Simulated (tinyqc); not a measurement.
Rapid thermal processing of a wafer: radiative balance, ramp and cooling, pattern effects, pyrometer error and spike budget: one step, computed by the program tinyqc. Command: `OMP_NUM_THREADS=1 python tinyqc.py 3112601 3112602 out.jsonl rtp walk`. One thread of a shared host (Intel(R) Xeon(R) Processor @ 2.30GHz), about 0.04 s of CPU time with the checks.

The wafer is opaque and uniform through its thickness unless said otherwise; temperatures in formulas are in kelvin (C + 273.15). sigma = 5.670374419e-12 W/(cm^2 K^4).

Question. Pattern effect. At steady state a sinusoidal change of absorbed power of relative amplitude a and period p gives the temperature amplitude a q/(dq/dT + k d (2 pi/p)^2); healing length l = sqrt(k d/(dq/dT)); process change = E_a dT/(k_B T^2). Emissivity is taken as unchanged.

Inputs (values chosen for the exercise, modelled on a hot silicon wafer):
```
quantity,value,unit
wafer thickness d,775,micrometre
thermal conductivity k,0.22,W/(cm K)
wall temperature T_w,350,K
process temperature,957,C
relative change of absorptivity over a pattern,2.3,%
period of the pattern,7,mm
activation energy of the process E_a,2.7,eV
```

dq/dT = 57.60433 mW/(cm^2 K)

holding power q = 18.04186 W/cm^2

Constants: k_B = 8.617333262e-05 eV/K.

Give: healing length l; amplitude without lateral conduction; amplitude; change of the process rate.

Answer.

healing length l = 5.440 mm

amplitude without lateral conduction = 7.204 K

amplitude = 0.2899 K

change of the process rate = 0.6003 %

Lateral conduction cuts the amplitude to 4.0 %, since p/(2 pi l) = 0.20.
